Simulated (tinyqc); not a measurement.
Inputs raised by 5 %, one at a time: precursor delivery by bubblers, mass-transport growth and the solid composition of a III-V alloy. Computed by tinyqc, a small Python program. Command: `OMP_NUM_THREADS=1 python tinyqc.py 3030049 3030050 out.jsonl movpe_thermo sens`. One thread of a shared host (Intel(R) Xeon(R) Processor @ 2.30GHz), about 0.02 s of CPU time with the checks.

1 sccm = 44.615 micromol/min; 1 torr = 133.322 Pa. The sources decompose fully at the surface.

Inputs (values chosen for the exercise, modelled on trimethylgallium (source 1) and trimethylindium (source 2) for the vapour pressures):
```
quantity                                                value      unit
bath temperature T1                                       265         K
bath temperature T2                                       289         K
bubbler pressure p_b                                     1400      torr
carrier flow F1                                           3.4      sccm
carrier flow F2                                            55      sccm
total flow F_t                                             13       slm
group-V flow F_V                                          110      sccm
reactor pressure p                                        200      torr
growth temperature T                                     1030         K
diffusivity at 273 K and 760 torr                        0.35    cm^2/s
flow cross-section A                                       73      cm^2
distance from the leading edge z                          6.9        cm
lattice constant a                                        5.9  angstrom
interaction L0 of the solid                              9.36    kJ/mol
vapour fraction x_v of D among the group-V sources       0.17         -
exchange energy dG_x of AC + (1/2) D2 -> AD + (1/2) C2    -20    kJ/mol
```

Alloy: mixing on the group-V sites.

constants a, b of source 1 (log10 torr, K): 8.087  1703

constants a, b of source 2 (log10 torr, K): 10.53  3014

Constants: k_B = 1.380649e-23 J/K; R = 8.314462618 J/(mol K).

Method:
- log10 p_v = a - b/T_bath; molar flow = F x 44.615 x p_v/(p_b - p_v) for a saturated bubbler.
- p_i = p n_i/(44615 F_t), F_t in slm; p_V = p F_V/(1000 F_t), counted per molecule supplied; V/III = 44.615 F_V/(n1 + n2); vapour fraction of source 2 = n2/(n1 + n2).
- Mean velocity u = (F_t/A)(760/p)(T/273); D = D0 (T/273)^1.75 (760/p); boundary layer delta = sqrt(pi D z/u); flux = D dp/(delta k_B T); growth rate = flux x a^3/4.
- At high V/III the group-V pressures at the surface equal those supplied, as dimers: p_D2/p_C2 = x_v/(1 - x_v). Equilibrium of the solid AC(1-x)D(x), A standing for the mix of both group-III metals: ln[x/(1 - x)] + L0 (1 - 2x)/(R T) = -dG_x/(R T) + (1/2) ln[x_v/(1 - x_v)]. Growth rate = rate per torr x (p_1 + p_2). Sensitivity dx/dx_v = [1/(2 x_v (1 - x_v))]/[1/(x (1 - x)) - 2 L0/(R T)].

Runs; columns: (1) input moved; (2) from; (3) to; (4) molar flow 1 (micromol/min); (5) vapour fraction of source 2; (6) solid fraction x; (7) growth rate (micrometre/h):
```
(1)                                     (2)     (3)     (4)      (5)      (6)      (7)
base run                                  -       -  5.1269  0.30153  0.92159  0.22650
bath temperature T2 (K)                 289  303.45  5.1269  0.57577  0.92159  0.37292
bubbler pressure p_b (torr)            1400    1470  4.8749  0.30186  0.92159  0.21547
total flow F_t (slm)                     13   13.65  5.1269  0.30153  0.92159  0.22104
group-V flow F_V (sccm)                 110   115.5  5.1269  0.30153  0.92159  0.22650
reactor pressure p (torr)               200     210  5.1269  0.30153  0.92159  0.22650
growth temperature T (K)               1030  1081.5  5.1269  0.30153  0.90711  0.23068
distance from the leading edge z (cm)   6.9   7.245  5.1269  0.30153  0.92159  0.22104
```

Exponents ln(y'/y) / ln(x'/x):
```
input                             molar flow 1  vapour fraction of source 2  solid fraction x  growth rate
bath temperature T2                      0.000                       13.257             0.000       10.220
bubbler pressure p_b                    -1.033                        0.022             0.000       -1.023
total flow F_t                           0.000                        0.000             0.000       -0.500
group-V flow F_V                         0.000                        0.000             0.000        0.000
reactor pressure p                       0.000                        0.000             0.000        0.000
growth temperature T                     0.000                        0.000            -0.324        0.375
distance from the leading edge z         0.000                        0.000             0.000       -0.500
```

Among the inputs moved here: molar flow 1 answers most in size to bubbler pressure p_b (exponent -1.033); its exponent is below 0.0005 for bath temperature T2, total flow F_t, group-V flow F_V, reactor pressure p, growth temperature T, distance from the leading edge z. Its exponent -1.033 in bubbler pressure p_b: the carrier picks up p_v/p_b. Vapour fraction of source 2 answers most in size to bath temperature T2 (exponent +13.257), next to bubbler pressure p_b (+0.022); its exponent is below 0.0005 for total flow F_t, group-V flow F_V, reactor pressure p, growth temperature T, distance from the leading edge z. Solid fraction x answers most in size to growth temperature T (exponent -0.324); its exponent is below 0.0005 for bath temperature T2, bubbler pressure p_b, total flow F_t, group-V flow F_V, reactor pressure p, distance from the leading edge z. Growth rate answers most in size to bath temperature T2 (exponent +10.220), next to bubbler pressure p_b (-1.023); its exponent is below 0.0005 for group-V flow F_V, reactor pressure p. Its exponent -0.500 in total flow F_t: dilution as 1/F_t against a thinner boundary layer. Its exponent 0.000 in group-V flow F_V: group III limits the rate.

Caution (all rows): the boundary layer is a quarter or more of the root of the cross-section, so it fills much of the channel and depletion along the flow matters.

Extremes, crossings and ranges named in words are read from the listed rows.
